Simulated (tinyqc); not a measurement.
Scale length and barrier from the threshold roll-off.

Inverse problem. For L well above Lambda the threshold falls by 2 m sqrt(A (A + Vds)) exp(-pi L/(2 Lambda)), A being the height of the source potential over the barrier top; the two values follow this form. Find Lambda and A.

Inputs (values chosen for the exercise):
```
symbol  value  unit                   meaning
m           1        long-channel body factor
Vds       0.7     V             drain voltage
```

threshold lowering at L = 43 and 68 nm (mV): [61.732445, 9.8085300]

Answer. The ratio of the two values gives Lambda; the prefactor gives A (A + Vds), a quadratic with one positive root.

Lambda = 21.35 nm
A = 0.4600 V

Program tinyqc, `OMP_NUM_THREADS=1 python tinyqc.py 2420066 2420067 out.jsonl`; Intel Xeon 2.30GHz, shared host, one thread, about 0.01 s.
